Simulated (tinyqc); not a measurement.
Dispersion: Heisenberg magnet: exchange from energy differences, ordering vector, linear spin waves and ordering temperature. Computed by tinyqc, a small Python program. Command: `OMP_NUM_THREADS=1 python tinyqc.py 3026962 3026963 out.jsonl magnon walk`. One thread of a shared host (Intel(R) Xeon(R) Processor @ 2.30GHz), about 0.09 s of CPU time with the checks.

H = -sum over pairs <ij> J_ij S_i.S_j - K sum_i (S_i^z)^2, each pair once, J > 0 ferromagnetic. First neighbours: 6 at a (1, 0, 0), second: 12 at a (1, 1, 0), with all permutations and signs.

Inputs (values chosen for the exercise, for a model magnet): exchange J1 = -0.456 meV; exchange J2 = -0.063 meV; spin S = 2; single-ion anisotropy K = 0.023 meV; lattice constant a = 5.06 angstrom.

Lattice: simple cubic. Order: Neel (nearest neighbours antiparallel).

Method:
- g_s(q) = sum over shell s of cos(q.R), z1 = g1(0). A(q) = S [-J1 g1(0) + J2 (g2(0) - g2(q))] + (2S - 1) K, B(q) = S J1 g1(q), E(q) = sqrt(A^2 - B^2). The factor 2S - 1 removes the anisotropy for S = 1/2.
- sum R_x^2 over the shells is s1 = 2 a^2 and s2 = 8 a^2. Without K, E = c q with c = S sqrt(z1 |J1| (|J1| s1 + J2 s2)); the gap is E(0) = sqrt(k (k + 2 S z1 |J1|)), k = (2S - 1) K.
- J(q) = J1 g1(q) + J2 g2(q), g_s(q) = sum over shell s of cos(q.R).

gap = 0.871721 meV

spin-wave velocity c = 10.6922 meV angstrom

Energies (meV); X = (0.5, 0, 0), M = (0.5, 0.5, 0) in 2 pi/a:
```
line  fraction of the way    E(q)  sqrt(gap^2 + c^2 q^2)
G-X                  0.10  1.0884                 1.0957
G-X                  0.25  1.7710                 1.8746
G-X                  0.50  2.6908                 3.4318
G-X                  0.75  3.0055                 5.0546
G-X                  1.00  3.0164                 6.6955
G-M                  0.10  1.2694                 1.2811
G-M                  0.25  2.3551                 2.5037
G-M                  0.50  3.5925                 4.7744
G-M                  0.75  3.4873                 7.0949
G-M                  1.00  3.0164                 9.4286
```

At the end of the G-X rows the long-wave form is 2.22 times the true energy. At the end of the G-M rows the long-wave form is 3.13 times the true energy. It holds to 5 % in 2 of the ten rows; nearer the zone boundary the cosine flattens the band.
